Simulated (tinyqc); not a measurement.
Elastic strain and critical thickness of a cubic alloy layer A(1-x)B(x) on a thick substrate: one step, computed by the program tinyqc. Command: `OMP_NUM_THREADS=1 python tinyqc.py 3026752 3026753 out.jsonl misfit walk`. One thread of a shared host (Intel(R) Xeon(R) Processor @ 2.30GHz), about 0.01 s of CPU time with the checks.

Strain is positive in tension. The layer is coherent with the substrate unless said otherwise.

Task: Symmetric X-ray reflection. Reflection 004: d = a_perp/sqrt(16), with a_perp = a (1 + e_perp) for the coherent layer, a for the relaxed layer and a_S for the substrate; sin(theta) = lambda/(2 d).

Inputs (values chosen for the exercise, for a model alloy): substrate lattice constant a_S = 5.862 angstrom; X-ray wavelength = 1.540593 angstrom.

Growth plane: (001).

free lattice constant a = 5.89546 angstrom

normal strain e_perp = 0.007144230

Give: Bragg angles; peak separation of the coherent layer.

Result:

Bragg angles:

| crystal | a_perp (angstrom) | theta (degrees) | from substrate (arcsec) |
|---|---|---|---|
| substrate | 5.862 | 31.71 | 0 |
| coherent layer | 5.938 | 31.26 | -1618 |
| relaxed layer | 5.895 | 31.51 | -723 |

peak separation of the coherent layer = -1618 arcsec
